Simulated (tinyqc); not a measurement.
What moves the results: delta-doped layer in the Thomas-Fermi potential. A value that a table varies takes the place of the one given here.

All donors ionised in the plane z = 0, zero temperature, energies from the Fermi level EF of the Thomas-Fermi model, which lies at the bulk band edge; c = hbar^2/2m0, q = e^2/(4 pi eps0). Layer in a (001) plane: two valleys with m_z = ml, m_d = mt (unprimed) and four with m_z = mt, m_d = sqrt(ml mt) (primed); m3 = (ml mt^2)^(1/3), gv = 6. With n = (gv/3 pi^2)(m3 (-V)/c)^(3/2) and V'' = -(4 pi q/eps) n for z > 0, the solution is V = -b/(|z| + z0)^4 with sqrt(b) = 20/K, K = (4 pi q/eps)(gv/3 pi^2)(m3/c)^(3/2), and z0^5 = 4b/(e F0), e F0 = 2 pi q N/eps; 1e13/cm^2 = 1e-3/angstrom^2. Exchange and correlation are left out.

Subbands solve -(c/m_z) psi'' + V psi = E psi on 1280 points of spacing z0/80; up to ten levels for each group, kept if bound with an rms width below 2.5 z0.

Constants: hbar^2/2m0 = 3.80998211 eV angstrom^2; e^2/(4 pi eps0) = 14.39964547 eV angstrom.

Inputs chosen for the exercise (near those of a delta-doped layer in Si; the results hold for these values, not for the real material):
```
symbol  value                               unit         meaning
ml      0.927                               m0           longitudinal mass
mt      0.192                               m0           transverse mass
eps     11.8                                             dielectric constant
Nl      (0.61, 1.2, 2.4, 4.3, 7.3, 12, 20)  x 1e13/cm^2  sheet densities
N       6.1                                 x 1e13/cm^2  donor sheet density
```

## Doping density

The well, the lowest level and the filling anew; at zero temperature n_i = g m_d (mu - E_i)/(2 pi c), with mu fixed by sum n_i = N.

Results:
```
N (1e13/cm^2)  z0 (angstrom)  depth (eV)  lowest (eV)  next - lowest (eV)  occupied  share of lowest (%)
0.61                    35.6      0.0416      -0.0135              0.0072         2                 33.9
1.2                     31.1      0.0716      -0.0255              0.0129         2                 32.6
2.4                     27.1      0.1246      -0.0487              0.0232         3                 31.1
4.3                     24.1      0.1987      -0.0834              0.0377         3                 29.7
7.3                     21.7      0.3034      -0.1352              0.0581         3                 28.4
12                      19.6      0.4515      -0.2121              0.0868         3                 27.3
20                      17.7      0.6795      -0.3356              0.1306         4                 26.1
```

The depth grows as N^(4/5) and z0 shrinks as N^(-1/5): factors 16.3 and 2.01 for 33 times the doping. The lowest level deepens faster, with exponent 0.92, since the zero-point energy takes a smaller share of a deeper well (68 % falling to 51 %). The number of occupied subbands is 2 in the first row and 4 in the last. Depths beyond about 0.5 eV stretch parabolic valleys past their range. Up to N = 1.2 the donor spacing exceeds 1.5 Bohr radii (one radius, a0 eps/m with the density-of-states mass, is 19 angstrom), where a uniform sheet is a crude picture of discrete donors (beyond about three radii electrons stay on single donors).

## What each parameter does

z0, depth, lowest level and its rms width. Each row changes one parameter from the base and keeps the others.

Results:
```
case                  z0 (angstrom)  depth (eV)  lowest (eV)  rms z (angstrom)
base                          22.47      0.2628      -0.1148              5.98
N = 3.66 x 1e13/cm^2          24.89      0.1746      -0.0719              7.35
eps = 10.6                    21.07      0.2743      -0.1170              5.86
ml = 1.066 m0                 21.85      0.2555      -0.1134              5.66
mt = 0.163 m0                 24.00      0.2806      -0.1293              5.80
```

The largest shifts from the base row, up to three for each result and ties (the steps differ in size, so this ranks the rows, not the parameters). z0 (angstrom): N +2.42, mt +1.52, eps -1.40. depth (eV): N -0.0882, mt +0.0178, eps +0.0115. lowest (eV): N +0.0429, mt -0.0145, eps -0.0022. rms z (angstrom): N +1.36, ml -0.32, mt -0.18.

Program tinyqc; command `OMP_NUM_THREADS=1 python tinyqc.py 1281527 1281528 out.jsonl`; about 0.2 s on one thread of a shared Intel(R) Xeon(R) Processor @ 2.30GHz.
